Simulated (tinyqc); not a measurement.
# From chamber pressure p_1 back to pump speed S

Model: gas flow in a process chamber: flow regimes, conductance, effective pumping speed, pump-down, outgassing and purge. Computed by tinyqc, a small Python program. Command: `OMP_NUM_THREADS=1 python tinyqc.py 3121259 3121260 out.jsonl pump inv`. One thread of a shared host (Intel(R) Xeon(R) Processor @ 2.30GHz), about 0.01 s of CPU time with the checks.

Ideal gas, isothermal flow, a pump of constant speed at the end of a round pipe; process gas, volume gas and outgassing are given the same properties. 1 sccm = 101325 Pa x 1e-6 m^3/60 s x T/273.15 K.

Inputs (values chosen for the exercise, modelled on hydrogen near room temperature): molar mass M = 2.016 g/mol; molecular diameter = 0.27 nm; viscosity eta = 8.9 micropascal s; temperature T = 300 K; chamber volume V = 48 L; pipe diameter d = 25 cm; pipe length l = 60 cm; process gas flow = 820 sccm.

Constants: k_B = 1.380649e-23 J/K; u = 1.6605390666e-27 kg.

Method:
- Mean speed c = sqrt(8 k_B T/(pi m)); aperture conductance C_a = c pi d^2/16; molecular pipe C_m = C_a/(1 + 3 l/(4 d)) (Dushman form); viscous pipe C_v = pi d^4 p_mean/(128 eta l); Knudsen interpolation C = C_v + C_m (1 + x)/(1 + 1.24 x), x = d p_mean sqrt(m/(k_B T))/eta.
- Effective speed 1/S_eff = 1/S + 1/C_m; time constant V/S_eff; pressure at which the free path k_B T/(sqrt2 pi d_m^2 p) equals d.
- Steady flow: the pump inlet is at p_2 = Q/S, and the chamber pressure p_1 solves Q = C((p_1 + p_2)/2) (p_1 - p_2). Residence time = p_1 V/Q.
- Knudsen number = free path at the mean pressure over d.

Task: A run gave the result below. Find the pump speed S, known to lie between 340 and 540 L/s.

chamber pressure p_1 = 4.010274 Pa

Result:

Each step takes the trial c = (a f_b - b f_a)/(f_b - f_a), f being the result less the target and a, b, c the logarithms of the listed values; c replaces end b, the old b replaces a if the sign of f changed, and otherwise f_a is halved.

Scan of the range:
```
pump speed S (L/s)  chamber pressure p_1 (Pa)
340                                   4.49075
367                                   4.16294
397                                   3.85118
428                                   3.57513
463                                   3.30810
500                                   3.06667
540                                   2.84311
```

False position (Illinois rule, in the logarithm of the input) inside the bracket:
```
step    end a    end b    trial  chamber pressure p_1 (Pa)
1     367.000  397.000  381.396                    4.00719
2     367.000  381.396  380.826                    4.01313
3     381.396  380.826  381.100                    4.01027
4     380.826  381.100  381.100                    4.01027
```

Chamber pressure p_1 falls at every point of a 13-point scan of the range (every second point is shown), so one value fits; it is bracketed by 367 and 397. Answer: pump speed S = 381.1 L/s.
